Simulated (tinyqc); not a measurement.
Worked calculation: thermal and gravitational stress in a wafer during furnace and rapid thermal processing, and the onset of slip. Computed by tinyqc, a small Python program that keeps every step. Command: `OMP_NUM_THREADS=1 python tinyqc.py 3023148 3023149 out.jsonl slip walk`. One thread of a shared host (Intel(R) Xeon(R) Processor @ 2.30GHz), about 0.01 s of CPU time with the checks. Intermediate numbers are printed to about 6 digits and carried at full precision; extremes and crossings named in words are read from the listed rows.

A thin free disc in plane stress, isotropic; T(r) = T_centre + dT (r/R)^n. Stress is positive in tension; sigma_SB = 5.670374419e-8 W/(m^2 K^4), g = 9.80665 m/s^2.

Inputs (values chosen for the exercise, for a model wafer): wafer radius R = 150 mm; thickness t = 775 micrometre; Young's modulus E = 139 GPa; Poisson ratio nu = 0.25; expansion alpha = 4.33 1e-6/K; edge less centre temperature dT = 15 K; exponent n of the profile = 4; temperature T = 1225 K; prefactor A of the critical stress = 0.00016 MPa; energy U of the critical stress = 0.99 eV; density rho = 2330 kg/m^3; heat capacity c = 918 J/(kg K); conductivity k = 24.9 W/(m K); wafer spacing s = 6.1 mm; ramp rate = 1.8 K/min; radius of the support ring over R = 0.71.

Temperature profile: edge zone, power law.

Constants: k_B = 8.617333262e-05 eV/K.

## Thermal stress

With x = r/R: s_rr = alpha E dT (1 - x^n)/(n + 2), s_tt = alpha E dT [1 - (n + 1) x^n]/(n + 2).

Temperature and stresses at r/R = 0, 0.3, 0.5, 0.7, 0.8, 0.9, 0.95, 1:
```
r/R   T - T_centre (K)  s_rr (MPa)  s_tt (MPa)
0.00            0.0000     1.50467     1.50467
0.30            0.1215     1.49249     1.44374
0.50            0.9375     1.41063     1.03446
0.70            3.6015     1.14340    -0.30169
0.80            6.1440     0.88836    -1.57690
0.90            9.8415     0.51746    -3.43141
0.95           12.2176     0.27911    -4.62316
1.00           15.0000     0.00000    -6.01870
```

hoop stress at the edge = -6.0187 MPa

r/R where s_tt = 0 = 0.668740

The hot edge is squeezed; the edge stress is n times that at the centre in size.

## Resolved stress round the edge

At the edge the stress is uniaxial along the tangent d = (cos phi, sin phi, 0) of a (001) wafer; the Schmid factor is the largest |(d.n)(d.b)| over the twelve {111}<110> systems.

Schmid factor and resolved stress at phi = 0, 7.5, 15, 22.5, 30, 37.5 and 45 degrees from [100]:
```
phi from [100] (degrees)  Schmid factor  resolved stress (MPa)
0.0                            0.408248                2.45712
7.5                            0.454124                2.73324
15.0                           0.482963                2.90681
22.5                           0.492799                2.96601
30.0                           0.482963                2.90681
37.5                           0.454124                2.73324
45.0                           0.408248                2.45712
```

The factor is 1/sqrt(6) = 0.408 along <100> and <110> and peaks at 0.4928 at 22.5 degrees, so slip, if any, starts at eight places between these directions.

## Slip criterion

Critical resolved stress tau_c = A exp(U/(k_B T)), a form chosen for the exercise; slip when 0.492799 |s_tt(R)| > tau_c; allowed |dT| = tau_c (n + 2)/(0.492799 n alpha E).

critical stress tau_c = 1.89271 MPa

resolved over critical stress = 1.56707

allowed |dT| = 9.57199 K

Slip is expected.

## Ramp rate in a batch furnace

In a stack heated from the rim, heat flows inward by conduction and by radiation between wafers: k_eff = k + (16/3) sigma_SB T^3 s^2/t (a diffusion estimate with the spacing as path length). A steady ramp gives the parabolic lag dT = rho c (ramp) R^2/(4 k_eff); the allowed ramp uses n = 2.

k_eff = 51.5917 W/(m K)

lag of the centre = 6.99620 K

allowed ramp rate = 3.28361 K/min

Radiation carries 52 % of the inward flow. The ramp is 0.55 of the allowed one.

## Gravity

Own weight q = rho g t on a ring of radius b R, x = r/R: moments of an edge-supported plate, M_r = q R^2 (3 + nu)(1 - x^2)/16 and M_t = q R^2 [(3 + nu) - (1 + 3 nu) x^2]/16, less the uniform moment inside the ring load, q R^2 [(1 - nu)(1 - b^2) - 2 (1 + nu) ln b]/8; stress at the lower face = 6 M/t^2.

stress at the centre = 0.197444 MPa

radial stress at the ring = -0.210113 MPa

hoop stress at the ring = -0.0220098 MPa

The largest of these is 0.056 tau_c when halved for shear. Point supports give far higher local stress than a ring.

## Position of the support ring

The formulas are those given above.

Stress at the lower face (MPa):
```
b        centre  radial at ring  hoop at ring  largest in size
0.40  -0.644662       -0.774020     -0.714316         0.774020
0.50  -0.333528       -0.535649     -0.442362         0.535649
0.60  -0.065706       -0.356760     -0.222427         0.356760
0.65   0.057175       -0.284410     -0.126755         0.284410
0.70   0.174540       -0.221618     -0.038776         0.221618
0.75   0.287408       -0.167365      0.042530         0.287408
0.80   0.396601       -0.120829      0.117985         0.396601
0.90   0.606537       -0.048336      0.253913         0.606537
1.00   0.808485        0.000000      0.373147         0.808485
```

Among these rows the largest stress is least, 0.222 MPa, for a ring at 0.7 R, 3.6 times below edge support: the overhang balances the sag of the centre. All values scale as R^2/t.

## Limits against temperature

The formulas are those given above.

For the parabolic profile:
```
T (K)  tau_c (MPa)  allowed |dT| (K)  k_eff (W/(m K))  allowed ramp (K/min)
1050       9.03464           60.9211          41.7088               12.6714
1125       4.35637           29.3753          45.5741                6.6762
1200       2.30111           15.5165          49.9907                3.8682
1275       1.31027            8.8352          54.9953                2.4231
1350       0.79425            5.3557          60.6248                1.6192
1425       0.50750            3.4221          66.9158                1.1420
1500       0.33914            2.2868          73.9052                0.8428
```

From 1050 to 1500 K the allowed difference falls 27 times and the allowed ramp 15 times; radiation, which grows as T^3, gives back a factor 1.77. Ramps must slow as the wafer gets hotter.

Checks made by the program: force balance: the hoop stress integrates to zero (added to the edge stress) (relative difference below 1e-10).
